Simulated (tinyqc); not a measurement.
# Access strength from the read disturbance

Problem. Transistor (EKV form, voltages against the body): I = 2 n b Vt^2 [F(vp - Vs) - F(vp - Vd)] from drain to source, F(v) = ln^2(1 + exp(v/(2 Vt))), vp = (Vg - VT + sg |Vd - Vs|)/n. n-channel bodies are at 0; for the p-channel device all voltages are counted down from Vdd. b in uA/V^2 gives I in uA. In an SRAM read the low node Q obeys In(gate QB, drain Q) = Ip(gate QB, drain Q) + Ia, where the access transistor (threshold VTn) has its gate and drain at Vdd and its source at Q. Find Ia, ba and the cell ratio bn/ba.

Parameters, values chosen for the exercise:
```
symbol,value,unit,meaning
T,300,K,temperature
Vdd,0.8,V,supply voltage
n,1.13,,slope factor
sg,0.109,,drain-induced barrier lowering
VTn,0.39,V,n-channel threshold
VTp,0.37,V,p-channel threshold (magnitude)
bn,150,uA/V^2,gain factor of the pull-down transistor
bp,44,uA/V^2,gain factor of the pull-up transistor
```

Constants: q = 1.602176634e-19 C, kB = 1.380649e-23 J/K, Vt = kB T/q. Results are converted to the units shown.

Q and QB in the read (V): [0.10816412, 0.79998020]

Answer. The node equation gives Ia, which is proportional to ba.

Ia = 5.840 uA
ba = 100.0 uA/V^2
cell ratio = 1.500

Program tinyqc, `OMP_NUM_THREADS=1 python tinyqc.py 2340107 2340108 out.jsonl`; Intel Xeon 2.30GHz, shared host, one thread, about 0.2 s.
